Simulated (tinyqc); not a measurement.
Single-domain magnet: Stoner-Wohlfarth switching, Neel-Arrhenius retention, LLG dynamics and spin torque. Inputs raised by 10 %, one at a time. Computed by tinyqc, a small Python program. Command: `OMP_NUM_THREADS=1 python tinyqc.py 3000627 3000628 out.jsonl macro sens`. One thread of a shared host (Intel(R) Xeon(R) Processor @ 2.30GHz), about 0.01 s of CPU time with the checks.

The moment is uniform, with unit vector m; z is the easy axis. mu_0 = 1.25663706212e-6 T m/A, gamma = 1.76085963023e11 rad/(s T).

Inputs (values chosen for the exercise, for a model magnet):
```
quantity                       value    unit
saturation magnetisation M_s     518    kA/m
diameter d                        18      nm
thickness t                     0.93      nm
interface anisotropy K_i       0.198  mJ/m^2
bulk anisotropy K_u                0  kJ/m^3
exchange stiffness A              18    pJ/m
temperature T                    250       K
attempt frequency f0               2     GHz
waiting time t_w                   1       s
damping alpha                 0.0065       -
spin-torque efficiency eta       0.3       -
drive I/I_c0                     2.3       -
```

Shape: thin disc, easy axis normal to it.

Constants: k_B = 1.380649e-23 J/K; e = 1.602176634e-19 C; hbar = 1.054571817e-34 J s.

Method:
- The disc is treated as an oblate spheroid with p = t/d: N_z = [1 - p arccos(p)/sqrt(1 - p^2)]/(1 - p^2); V = pi d^2 t/4; K_eff = K_u + K_i/t + K_shape, K_shape = -(mu_0 M_s^2/4)(3 N_z - 1); mu_0 H_K = 2 K_eff/M_s.
- Delta = K_eff V/(k_B T); tau = exp(Delta)/f0; probability of a flip within t_w: P = 1 - exp(-t_w/tau). Wall width parameter sqrt(A/K_eff); a two-domain state costs 4 sqrt(A K_eff) times the cross-section that the wall cuts (d t).
- For axial symmetry and a polariser along z: I_c0 = (4 e alpha/(hbar eta)) K_eff V; relaxation time tau_D = (1 + alpha^2)/(alpha gamma mu_0 H_K); thermal start angle theta_0 = 1/sqrt(2 Delta); switching time about tau_D ln(pi/(2 theta_0))/(I/I_c0 - 1); precession frequency gamma mu_0 H_K/(2 pi (1 + alpha^2)).
- The polar equation dm_z/dt = -(1 - m_z^2)(i - m_z)/tau_D, i = I/I_c0, integrates to t = tau_D [F(cos theta_0) - F(0)], F(z) = -ln(1 - z)/(2 (i - 1)) + ln(1 + z)/(2 (i + 1)) + ln(i - z)/(i^2 - 1), theta_0 = 1/sqrt(2 Delta).

Runs; columns: (1) input moved; (2) from; (3) to; (4) stability factor Delta; (5) critical current I_c0 (microampere); (6) time to m_z = 0 (ns); (7) barrier of the wall path / k_B T:
```
(1)                                     (2)      (3)    (4)    (5)    (6)    (7)
base run                                  -        -  4.358  1.981  3.847  20.75
saturation magnetisation M_s (kA/m)     518    569.8  2.208  1.003  6.398  14.77
diameter d (nm)                          18     19.8  5.136  2.334  4.176  22.53
interface anisotropy K_i (mJ/m^2)     0.198   0.2178  5.818  2.644  3.172  23.98
temperature T (K)                       250      275  3.962  1.981  3.720  18.86
damping alpha                        0.0065  0.00715  4.358  2.179  3.498  20.75
spin-torque efficiency eta              0.3     0.33  4.358  1.801  3.847  20.75
drive I/I_c0                            2.3     2.53  4.358  1.981  3.364  20.75
```

Exponents ln(y'/y) / ln(x'/x):
```
input                         stability factor Delta  critical current I_c0  time to m_z = 0  barrier of the wall path / k_B T
saturation magnetisation M_s                  -7.135                 -7.135            5.335                            -3.568
diameter d                                     1.724                  1.724            0.860                             0.862
interface anisotropy K_i                       3.031                  3.031           -2.024                             1.516
temperature T                                 -1.000                  0.000           -0.353                            -1.000
damping alpha                                  0.000                  1.000           -1.000                             0.000
spin-torque efficiency eta                     0.000                 -1.000            0.000                             0.000
drive I/I_c0                                   0.000                  0.000           -1.408                             0.000
```

Among the inputs moved here: stability factor Delta answers most in size to saturation magnetisation M_s (exponent -7.135), next to interface anisotropy K_i (+3.031); its exponent is below 0.0005 for damping alpha, spin-torque efficiency eta, drive I/I_c0. Its exponent -1.000 in temperature T: Delta is a fixed barrier over k_B T. critical current I_c0 answers most in size to saturation magnetisation M_s (exponent -7.135), next to interface anisotropy K_i (+3.031); its exponent is below 0.0005 for temperature T, drive I/I_c0. Its exponent +1.000 in damping alpha: the torque must cancel the damping. Its exponent -1.000 in spin-torque efficiency eta: I_c0 goes as 1/eta. time to m_z = 0 answers most in size to saturation magnetisation M_s (exponent +5.335), next to interface anisotropy K_i (-2.024); its exponent is below 0.0005 for spin-torque efficiency eta. Its exponent -1.000 in damping alpha: at fixed I/I_c0 the time scale is tau_D. barrier of the wall path / k_B T answers most in size to saturation magnetisation M_s (exponent -3.568), next to interface anisotropy K_i (+1.516); its exponent is below 0.0005 for damping alpha, spin-torque efficiency eta, drive I/I_c0.

Caution (all rows): a flat cylinder has a smaller N_z than the spheroid of the same t/d, so K_eff of a real disc is larger. Caution (rows base run, saturation magnetisation M_s, temperature T, damping alpha, spin-torque efficiency eta, drive I/I_c0): with a barrier of a few k_B T the Arrhenius form fails.
